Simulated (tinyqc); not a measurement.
Full law against its linear and parabolic limits: Deal-Grove kinetics of thermal oxidation of silicon. Computed by tinyqc, a small Python program. Command: `OMP_NUM_THREADS=1 python tinyqc.py 3016716 3016717 out.jsonl oxide walk`. One thread of a shared host (Intel(R) Xeon(R) Processor @ 2.30GHz), about 0.03 s of CPU time with the checks.

Oxidant diffuses through the oxide and reacts at the interface, so that dx/dt = B/(A + 2x) for the oxide thickness x.

Inputs (values chosen for the exercise, close to those used for silicon):

| quantity | value | unit |
|---|---|---|
| prefactor B0 | 419 | um^2/h |
| activation energy E_B | 0.781 | eV |
| prefactor (B/A)0 | 1.79e+08 | um/h |
| activation energy E_A | 2.04 | eV |
| temperature T | 1050 | C |
| oxidant pressure p | 1 | atm |
| pressure exponent m of B/A | 1 | - |
| initial oxide x_i | 0.05 | um |
| time t | 0.84 | h |

Ambient: steam. Surface: (111).

Constants: k_B = 8.617333262e-05 eV/K.

Method:
- B = B0 p exp(-E_B/(k_B T)), B/A = (B/A)0 p^m exp(-E_A/(k_B T)), p in atm; A = B/(B/A).
- Temperatures in kelvin are T(C) + 273.15.
- tau = (x_i^2 + A x_i)/B and x = (A/2) [sqrt(1 + 4 B (t + tau)/A^2) - 1], the root of x^2 + A x = B (t + tau).
- Silicon consumed is 0.44 times the oxide grown; the rate is B/(A + 2x).
- Linear limit x = (B/A)(t + tau); parabolic limit x = sqrt(B (t + tau)).

tau = 0.0220858 h

length A = 0.146149 um

parabolic constant B = 0.444063 um^2/h

linear constant B/A = 3.03842 um/h

Thickness (um):

| t (h) | full | linear limit | parabolic limit | 2x/A |
|---|---|---|---|---|
| 0.05 | 0.1202 | 2.1903e-01 | 0.1789 | 1.645 |
| 0.1 | 0.1710 | 3.7095e-01 | 0.2328 | 2.340 |
| 0.25 | 0.2821 | 8.2671e-01 | 0.3476 | 3.861 |
| 0.5 | 0.4139 | 1.5863e+00 | 0.4815 | 5.665 |
| 1 | 0.6046 | 3.1055e+00 | 0.6737 | 8.273 |
| 2 | 0.8773 | 6.1439e+00 | 0.9476 | 12.006 |
| 4 | 1.2654 | 1.2221e+01 | 1.3364 | 17.316 |
| 8 | 1.8157 | 2.4374e+01 | 1.8874 | 24.848 |
| 16 | 2.5953 | 4.8682e+01 | 2.6674 | 35.516 |
| 32 | 3.6985 | 9.7296e+01 | 3.7709 | 50.613 |

Both limits lie above the full result, since each drops one resistance. The linear law overshoots by 82 % in the first row and 2500 % in the last, the parabolic law by 49 % and 2.0 %. The parabolic law is the better one in every row, as 2x/A stays above 1.24.
